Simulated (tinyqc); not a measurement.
# Ellipsometry and reflectance of a transparent film on an absorbing substrate: two studies

Air (index 1), film, substrate with N2 = n2 - i k2; time factor exp(+i w t). q_j = sqrt(N_j^2 - sin^2 th), root with positive real part. Fresnel coefficients r_s = (q_a - q_b)/(q_a + q_b), r_p = (N_b^2 q_a - N_a^2 q_b)/(N_b^2 q_a + N_a^2 q_b). tan(Psi) exp(i Delta) = R_p/R_s, Delta taken from 0 to 360 degrees.

Values chosen for this exercise; indices close to those of silicon nitride on silicon: wavelength lam = 632.8 nm; angle of incidence th = 60 degrees; index of the transparent film n1 = 2.019; film thickness d = 17 nm; index of the substrate n2 = 3.882; extinction coefficient of the substrate k2 = 0.019.

Each table varies one quantity; the others keep the values above.

## Psi and Delta against the film thickness

beta = 2 pi d q1/lam, X = exp(-2 i beta), R = (r01 + r12 X)/(1 + r01 r12 X) for p and s. The last column is the derivative of Delta.

Results:
```
d (nm)  Psi (degrees)  Delta (degrees)  |R_p|^2  |R_s|^2  dDelta/dd (degrees/nm)
0               23.38            179.7   0.1098   0.5877                  -1.257
1               23.38            178.5   0.1098   0.5876                  -1.257
2               23.38            177.2   0.1097   0.5873                  -1.257
3               23.37            176.0   0.1096   0.5869                  -1.258
4               23.37            174.7   0.1095   0.5864                  -1.258
6               23.36            172.2   0.1091   0.5848                  -1.260
7               23.36            170.9   0.1089   0.5838                  -1.262
8               23.35            169.7   0.1086   0.5826                  -1.263
```

Estimate the missing row, d = 5 nm.

Computed row:
```
d (nm)  Psi (degrees)  Delta (degrees)  |R_p|^2  |R_s|^2  dDelta/dd (degrees/nm)
5               23.37            173.4   0.1093   0.5856                  -1.259
```

With this row back in the table: Delta falls from 179.72 to 169.65 degrees while Psi moves from 23.38 to 23.35: Delta changes 434 times as much as Psi. With the slope of the first row an error of 0.01 degree in Delta means 0.0080 nm.

## Effect of the angle of incidence

Same model as above.

dDelta/dd is the derivative of Delta; period lam/(2 q1).

Effect of the angle of incidence:
```
th (degrees)  Psi (degrees)  Delta (degrees)  |R_p|^2  |R_s|^2  dDelta/dd (degrees/nm)  period (nm)
50                    31.16            168.2   0.1757   0.4806                 -0.7032        169.4
55                    27.56            164.2   0.1416   0.5198                 -0.9412        171.5
60                    23.29            158.2   0.1047   0.5651                  -1.286        173.5
65                    18.32            148.0  0.06764   0.6171                  -1.820        175.4
70                    13.13            126.8  0.03682   0.6765                  -2.504        177.1
75                    10.95            80.19  0.02783   0.7438                  -1.253        178.5
80                    17.29            35.13  0.07944   0.8199                  0.6431        179.5
85                    29.78            13.50   0.2964   0.9051                  0.4520        180.2
```

What does the comparison show?

Psi goes from 31.2 through a minimum of 10.9 (at th = 75 among the rows listed) to 29.8 degrees and |R_p|^2 goes from 0.176 through a minimum of 0.0278 (at th = 75 among the rows listed) to 0.296. The slope of Delta is largest in size, 2.50 degrees/nm, at th = 70 among the rows. The bare substrate has its smallest |R_p| near arctan(n2) = 75.6 degrees.

Computed by the program tinyqc: `OMP_NUM_THREADS=1 python tinyqc.py 2870181 2870182 out.jsonl`, one thread of a shared Intel Xeon 2.30GHz, about 0.7 s for the whole run.
